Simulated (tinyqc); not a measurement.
# Abrupt p-n junction, non-linear Poisson equation by Newton steps: what changes with what

One dimension, p side on the left, n side on the right; net doping C = -Na for x < 0 and +Nd for x > 0. The potential psi is counted from the intrinsic level, and the quasi-Fermi potentials are flat: 0 for holes and -V for electrons, so n = ni exp((psi + V)/Vt) and p = ni exp(-psi/Vt) (Boltzmann statistics, full ionisation, no current).

Parameters, values chosen for the exercise; band and dielectric values close to those of gallium phosphide:

| symbol | value | unit | meaning |
|---|---|---|---|
| T | 400 | K | temperature |
| Eg | 2.3 | eV | band gap |
| eps_r | 11.2 |  | relative permittivity |
| Nc | 2.74e19 | cm^-3 | conduction-band density of states at T |
| Nv | 2.93e19 | cm^-3 | valence-band density of states at T |
| Na | 1.8e17 | cm^-3 | acceptor density of the p side |
| Nd | 6e16 | cm^-3 | donor density of the n side |
| V | 0.89 | V | bias of the p side against the n side |

Constants: q = 1.602176634e-19 C, kB = 1.380649e-23 J/K, Vt = kB T/q, eps0 = 8.8541878128e-14 F/cm where lengths are in cm. Results are converted to the units shown.

Each table varies one quantity; the others keep the values above.

## Capacitance and field against bias

The Poisson equation d/dx(eps0 eps_r dpsi/dx) = -q (p - n + C) is solved on a mesh of more than 1000 nodes that ends in neutral material (psi_p = -Vt ln(Na/ni), psi_n = Vt ln(Nd/ni) - V). C_j = q d/dV of the integral of p over x, from the linearised equation. ni = sqrt(Nc Nv) exp(-Eg/(2 Vt)), Eg in volts. Depletion approximation: Vbi = Vt ln(Na Nd/ni^2), W = sqrt(2 eps0 eps_r (Vbi - V)(1/Na + 1/Nd)/q), xp = W Nd/(Na + Nd), xn = W Na/(Na + Nd), peak field 2 (Vbi - V)/W, capacitance eps0 eps_r/W. The last column applies it to an abrupt Na-Nd junction.

Capacitance and field against bias:
```
V (V),peak |E| (kV/cm),C_j (nF/cm^2),1/C_j^2 (cm^4/uF^2),eps0 eps_r/C_j (nm),abrupt depletion C (nF/cm^2)
0,163.8,44.02,516.0,225.3,43.22
-1,203.4,35.45,795.7,279.7,35.03
-2,236.4,30.49,1075,325.2,30.22
-3,265.4,27.16,1355,365.1,26.97
-4,291.5,24.73,1635,401.0,24.59
-5,315.5,22.85,1915,433.9,22.74
-6,337.7,21.35,2194,464.5,21.25
```

With V going from 0 to -6 V, C_j falls from 44.0 to 21.3 nF/cm^2 and the peak field rises from 164 to 338 kV/cm. The slope of 1/C_j^2, read as N = 2/(q eps0 eps_r |slope|), gives 4.50e16 cm^-3 between the first two rows and 4.50e16 cm^-3 between the last two, against Na Nd/(Na + Nd) = 4.50e16 cm^-3; the slopes of all rows agree within 0.01 %, as for uniform doping at both edges. At the end C_j goes as (Vbi - V)^(-0.50) with Vbi = 1.91 V, and it is 0.44 % above the abrupt depletion formula (at the first row 1.9 % above it).

## Effect of the doping Na

Exact first integral for an abrupt junction with thick neutral sides: psi_p = -Vt ln(Na/ni), psi_n = Vt ln(Nd/ni) - V, psi_j = (Nd psi_n + Na psi_p - Vt (Nd - Na))/(Na + Nd) at the junction, n_j = ni exp((psi_j + V)/Vt), p_j = ni exp(-psi_j/Vt), and E_j^2 = (2 q/(eps0 eps_r)) [Nd (psi_n - psi_j - Vt) + Vt (n_j + p_j)] (minority densities of the neutral sides neglected).

The same in every row: ni (cm^-3) = 9.182e4.

Result of one run:
```
Na (cm^-3),Vbi (V),W (nm),share of W on the n side (%),"peak field, depletion (kV/cm)","peak field, exact (kV/cm)"
5.3e15,1.792,478.8,8.116,37.67,36.68
```

What becomes of these results when the acceptor density of the p side Na is changed from 5.3e15 to 3.7e16 cm^-3, all else the same?

Result of the changed run:
```
Na (cm^-3),Vbi (V),W (nm),share of W on the n side (%),"peak field, depletion (kV/cm)","peak field, exact (kV/cm)"
3.7e16,1.859,228.9,38.14,84.65,81.58
```

The whole series:
```
Na (cm^-3),Vbi (V),W (nm),share of W on the n side (%),"peak field, depletion (kV/cm)","peak field, exact (kV/cm)"
2e15,1.758,745.2,3.226,23.30,24.82
5.3e15,1.792,478.8,8.116,37.67,36.68
1.4e16,1.825,319.4,18.92,58.57,56.39
3.7e16,1.859,228.9,38.14,84.65,81.58
9.8e16,1.892,182.6,62.03,109.8,105.9
2.6e17,1.926,162.2,81.25,127.8,123.5
6.8e17,1.959,154.9,91.89,138.0,134.5
1.8e18,1.993,153.3,96.77,143.8,149.0
```

As Na rises, Vbi rises from 1.76 to 1.99 V, 79.4 mV a decade (Vt ln 10), and W falls from 745 to 153 nm. The exponent d ln W/d ln Na is -0.45 between the first two rows and -0.01 between the last two: the lighter-doped side sets the width, and Na passes Nd = 6e16 cm^-3 within the table. The depletion field is 6.1 % below the exact one in the first row and 3.5 % below it in the last.

Computed by the program tinyqc: `OMP_NUM_THREADS=1 python tinyqc.py 2000034 2000035 out.jsonl`, one thread of a shared Intel Xeon 2.30GHz, about 0.03 s for the whole run.
